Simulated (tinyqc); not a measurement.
# Fermi-level pinning from two metals

Inverse problem. Cowley-Sze model with the space charge neglected: phiB = S (phiM - chi) + (1 - S)(Eg - phi0), S = 1/(1 + q Dit dl/(eps0 ei)), dl in cm. Find S, phi0 and Dit.

Values chosen for this exercise; band and dielectric values close to those of cadmium telluride:
```
symbol,value,unit,meaning
Eg,1.48,eV,band gap
chi,4.24,eV,electron affinity
dl,0.5,nm,thickness of the interfacial layer
ei,1,,relative permittivity of the interfacial layer
```

Constants: q = 1.602176634e-19 C, eps0 = 8.8541878128e-14 F/cm where lengths are in cm. Results are converted to the units shown.

barriers for metals with phiM = 4.35 and 5.69 eV (eV): 0.82365822  0.92170755

Answer. S is the slope of phiB against phiM; either barrier then gives phi0, and S gives Dit.

S = 0.07317
phi0 = 0.6000 eV
Dit = 1.400e14 cm^-2 eV^-1

Program tinyqc, `OMP_NUM_THREADS=1 python tinyqc.py 2020029 2020030 out.jsonl`; Intel Xeon 2.30GHz, shared host, one thread, about 0.05 s.
